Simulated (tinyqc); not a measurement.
Convergence with cell size: Koster-Slater impurity in a tight-binding band, by Green functions and by supercells. Computed by tinyqc, a small Python program. Command: `OMP_NUM_THREADS=1 python tinyqc.py 3009095 3009096 out.jsonl kosterslater walk`. One thread of a shared host (Intel(R) Xeon(R) Processor @ 2.30GHz), about 0.04 s of CPU time with the checks.

One orbital per site, e(k) = -2 t sum cos(k_i) over 3 direction(s), band from -6 t to 6 t, lattice constant 1. One site has the extra energy U. Spin is left out.

Inputs (values chosen for the exercise, for a model band): hopping t = 1.9 eV; impurity potential U = -9.21 eV.

Lattice: simple cubic.

Method:
- Outside the band G0(E) = (1/pi) int_0^pi dk (2/(pi z)) K(16 t^2/z^2), z = E + 2 t cos k, K the complete elliptic integral with parameter m; 200 Gauss-Legendre points.
- A bound state solves 1/U = G0(E).
- Bisection in ln(distance from the edge) between 1e-5 t and |U| + t. Weight on the impurity site: -1/(U^2 dG0/dE), by a central difference with step min(1e-4 t, distance/30). Decay length along an axis: 1/arccosh(1 + distance/(2 t)).
- In a periodic cell of N sites along each direction with Bloch vector K, the level solves 1/U = N^-d sum_k 1/(E - e(k)), k_i = (2 pi m_i + K_i)/N, m_i = 0..N-1; the outermost root on the side of U is taken (bisection). d is the number of directions. Gamma means K_i = 0, the zone corner K_i = pi, the quarter point K_i = pi/2.
- Even N; errors against the isolated level E_b, set to 0 below 1e-6 t.

level E_b = -11.9911 eV

decay length = 1.81568 sites

Error of the level (eV):
```
N   sites        Gamma      corner  quarter point
2       8  -2.1080e+00  2.7811e+00     3.0522e-01
4      64  -3.6587e-01  3.0522e-01     1.6182e-02
6     216  -8.7710e-02  6.3408e-02     1.2766e-03
8     512  -2.1791e-02  1.6182e-02     1.0993e-04
10   1000  -5.5715e-03  4.4653e-03     9.8739e-06
12   1728  -1.4844e-03  1.2766e-03              0
```

What does the comparison show, and why?

The error at Gamma falls exponentially, between the last two resolved rows by exp(-0.661) per site against 1/(decay length) = 0.551; the rest is the power-law prefactor of the Green function. Gamma and the corner err in opposite directions. No listed cell reaches 1 meV at Gamma; at the quarter point N = 8 is enough.

Extremes, crossings and ranges named in words are read from the listed rows.
